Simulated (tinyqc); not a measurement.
Inside a calculation. Model: Landau-Devonshire theory of a uniaxial ferroelectric. Computed by tinyqc, a small Python program that keeps every step. Command: `OMP_NUM_THREADS=1 python tinyqc.py 3021381 3021382 out.jsonl ferro walk`. One thread of a shared host (Intel(R) Xeon(R) Processor @ 2.30GHz), about 0.01 s of CPU time with the checks. Intermediate numbers are printed to about 6 digits and carried at full precision; extremes and crossings named in words are read from the listed rows.

G(P) = (alpha/2) P^2 + (beta*/4) P^4 + (gamma/6) P^6 - E P per volume, SI units, one domain, P along the polar axis, which is normal to the film.

Inputs (values chosen for the exercise, for a model ferroelectric): alpha_0 = 1.2e+06 J m/(C^2 K); Curie-Weiss temperature T0 = 410 K; beta = -1.08e+09 J m^5/C^4; gamma = 6.61e+09 J m^9/C^6; temperature T = 277 K; misfit strain u_m = -0.0094; electrostriction Q12 = -0.048 m^4/C^2; compliance s11 + s12 = 6.6e-12 m^2/N; applied field E = 100 MV/m; start of Newton steps P0/Ps = 0.35.

Sample: epitaxial film.

Constants: eps_0 = 8.8541878128e-12 F/m.

## Coefficients at T

alpha = alpha_0 (T - T0*), with clamping: T0* = T0 + 4 Q12 u_m/(alpha_0 (s11 + s12)), beta* = beta + 4 Q12^2/(s11 + s12).

T0* = 637.879 K

alpha = -4.33055e+08 J m/C^2

beta* = 3.16364e+08 J m^5/C^4

Compression raises T0 by 228 K. beta* > 0: the transition is of second order, although the free crystal has a first-order one.

## Spontaneous polarisation, susceptibility, coercive field

Ps^2 = [-beta* + sqrt(beta*^2 - 4 alpha gamma)]/(2 gamma). chi = 1/(eps_0 G''), G'' = alpha + 3 beta* P^2 + 5 gamma P^4 at Ps. Ps, chi and the coercive field are for perfect screening, without a depolarising field. The intrinsic coercive field is |alpha P + beta* P^3 + gamma P^5| at the P_c where G'' = 0. 1 C/m^2 = 100 microcoulomb/cm^2.

spontaneous polarisation Ps = 48.2851 microcoulomb/cm^2

susceptibility chi = 71.2695

well depth G(Ps) = -32.2218 MJ/m^3

P_c = 31.7816 microcoulomb/cm^2

intrinsic coercive field = 106.043 MV/m

P_c/Ps = 0.658, above the 0.577 of a quartic well, as the sixth-order term matters. Real switching runs by domain nucleation at far lower fields. Caution: far below T0* the expansion with linear alpha(T) is only a fit.

## Polarisation in the field by Newton steps

Solve G'(P) = alpha P + beta* P^3 + gamma P^5 - E = 0 by P(new) = P - G'/G'' from P0; stop when the step is below 1e-11 C/m^2 (G' under 1e-6 MV/m is shown as 0).

Newton steps:
```
step  P (microcoulomb/cm^2)     G' (MV/m)  G'' (MJ m/C^2)
1                   16.8998  -1.70747e+02        -378.990
2                  -28.1534   3.16894e+00        -150.195
3                  -26.0436  -7.25201e-01        -216.636
4                  -26.3783  -1.60356e-02        -207.001
5                  -26.3861  -8.78526e-06        -206.774
6                  -26.3861             0        -206.774
```

P at the end of the steps = -26.3861 microcoulomb/cm^2

1/(eps_0 G'') there = -546.205

The steps end on a root with G'' < 0, the maximum of G between the wells: the start lay inside P_c, where the curvature is negative.

Reruns converge with start of Newton steps P0/Ps = 1.0; or with start of Newton steps P0/Ps = 2.0.

Checks made by the program: Ps against a numerical root of G'(P)/P (relative difference below 1e-10).
